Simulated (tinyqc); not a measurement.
From ratio l_eff/l_n back to deposition rate F: epitaxial growth on a vicinal surface: Burton-Cabrera-Frank step flow, step-edge barrier and island nucleation. Computed by tinyqc, a small Python program. Command: `OMP_NUM_THREADS=1 python tinyqc.py 3030977 3030978 out.jsonl stepflow inv`. One thread of a shared host (Intel(R) Xeon(R) Processor @ 2.30GHz), about 0.04 s of CPU time with the checks.

Adatoms land at rate F, hop on a square grid (a simplification for hexagonal faces), desorb, or join steps. Lengths are in units of a and n is the adatom coverage. Steps ascend at x = 0 and descend at x = l.

Inputs (values chosen for the exercise, close to those used for Ge(001)):
```
quantity                     value      unit
site spacing a                   4  angstrom
step height h                 1.41  angstrom
diffusion barrier E_d        0.671        eV
desorption energy E_a         2.69        eV
adatom formation energy E_f   1.17        eV
step-edge barrier E_s         0.21        eV
attempt frequency nu             1       THz
miscut angle                   0.3   degrees
temperature T                  380         C
critical nucleus size i          1         -
```

Constants: k_B = 8.617333262e-05 eV/K.

Method:
- D = nu exp(-E_d/(k_B T)) (a^2/s, nu counted per direction); tau = exp(E_a/(k_B T))/nu; x_s = sqrt(D tau); n_eq = exp(-E_f/(k_B T)); terrace width l = h/(a tan(miscut)); Schwoebel length l_s = exp(E_s/(k_B T)) - 1.
- Temperatures in kelvin are T(C) + 273.15.
- D n'' - n/tau + F = 0 with n(0) = n_eq and -l_s n'(l) = n(l) - n_eq. With u = n - F tau, A = n_eq - F tau, y = l/x_s, s = l_s/x_s: u = A cosh(x/x_s) + B sinh(x/x_s), B = A (1 - cosh y - s sinh y)/(sinh y + s cosh y). Flux into the ascending step J+ = D B/x_s, over the descending one J- = -(D/x_s)(A sinh y + B cosh y); step velocity J+ + J-; growth rate (J+ + J-)/l. For small y: J+ + J- = (F - n_eq/tau) l, J-/J+ = l/(l + 2 l_s).
- The coverage peaks where n' = 0, tanh(x/x_s) = -B/A.
- Island density on a flat surface without desorption: N = 0.25 (F/D)^(i/(i+2)) exp(E_i/((i+2) k_B T)) per site, with E_i = 0 for i = 1; spacing l_n = N^(-1/2). Step flow needs an effective width l_eff = 2 x(peak) below l_n.

Problem. A run gave the result below. Find the deposition rate F, known to lie between 0.01 and 0.026 layers/s.

ratio l_eff/l_n = 1.676804

Solution.

Each step takes the trial c = (a f_b - b f_a)/(f_b - f_a), f being the result less the target and a, b, c the logarithms of the listed values; c replaces end b, the old b replaces a if the sign of f changed, and otherwise f_a is halved.

Scan of the range:
```
deposition rate F (layers/s)  ratio l_eff/l_n
0.0100                                1.56898
0.0117                                1.61058
0.0138                                1.65551
0.0161                                1.69859
0.0189                                1.74460
0.0222                                1.79202
0.0260                                1.83984
```

False position (Illinois rule, in the logarithm of the input) inside the bracket:
```
step      end a      end b      trial  ratio l_eff/l_n
1     0.0138000  0.0161000  0.0148926          1.67667
2     0.0161000  0.0148926  0.0148999          1.67680
3     0.0161000  0.0148999  0.0149000          1.67680
4     0.0148999  0.0149000  0.0149000          1.67680
```

Ratio l_eff/l_n rises at every point of a 13-point scan of the range (every second point is shown), so one value fits; it is bracketed by 0.0138 and 0.0161. The scan shows a pure power law with exponent 0.1667, so scaling from any one row also gives the answer directly. Answer: deposition rate F = 0.01490 layers/s.

Caution: twice the distance from the ascending step to the coverage peak exceeds the expected island spacing [0.25 (F/D)^(i/(i+2)) exp(E_i/((i+2) k_B T))]^(-1/2) by 40 % or more, so islands nucleate and the step-flow values are formal. Caution: the prefactor 0.25 and the criterion are estimates, good to a factor of about two in length.
